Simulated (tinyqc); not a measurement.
Activation energy from two powers.

Question. P(T) = Pd + Pl (T/300 K)^2 exp[(q Ea/kB)(1/(300 K) - 1/T)]. Find Ea and Pl.

Values chosen for this exercise: temperature-independent switching power Pd = 29 W.

Constants: q = 1.602176634e-19 C, kB = 1.380649e-23 J/K. Results are converted to the units shown.

P at T = 380 and 420 K (W): [39.6706359, 99.4240547]

Solution. Subtract Pd; the ratio of the leakage powers, divided by the T^2 factors, is an Arrhenius factor.

Ea = 0.580 eV
Pl = 0.0591 W

Computed by the program tinyqc: `OMP_NUM_THREADS=1 python tinyqc.py 2520102 2520103 out.jsonl`, one thread of a shared Intel Xeon 2.30GHz, about 0.01 s for the whole run.
